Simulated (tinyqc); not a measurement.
Schottky barrier with interface states (Cowley-Sze model), image lowering and contact resistance: one step, computed by the program tinyqc. Command: `OMP_NUM_THREADS=1 python tinyqc.py 3020786 3020787 out.jsonl pinning walk`. One thread of a shared host (Intel(R) Xeon(R) Processor @ 2.30GHz), about 0.01 s of CPU time with the checks.

An n-type semiconductor under a metal. The barrier lies between the Schottky-Mott limit phi_M - chi and the Bardeen limit E_g - E_n, E_n being the neutrality level of the interface states; the space-charge term of the full Cowley-Sze expression is left out.

Question. Thermionic current. A* = 4 pi e m_e M_c k_B^2/h^3 (a simple valley count); J_s = A* T^2 exp(-phi/k_B T). J_0 uses phi_B; the reverse current uses phi_B less the image lowering, times 1 - exp(-V_r/k_B T).

Inputs (values chosen for the exercise, for a model semiconductor): electron mass m_e = 0.482 m_0; valleys M_c = 3; temperature T = 425 K; reverse bias V_r = 3.5 V.

Pinning factor from: interface states.

barrier phi_B = 0.8354001 eV

image lowering = 0.07167979 eV

Constants: e = 1.602176634e-19 C; m_0 = 9.1093837015e-31 kg; k_B = 1.380649e-23 J/K; h = 6.62607015e-34 J s; k_B = 8.617333262e-05 eV/K.

Give: Richardson constant A*; J_0; thermionic reverse current.

Answer.

Richardson constant A* = 173.8 A cm^-2 K^-2

J_0 = 0.003893 A/cm^2

thermionic reverse current = 0.02756 A/cm^2

Image lowering raises the reverse current by a factor 7.08.
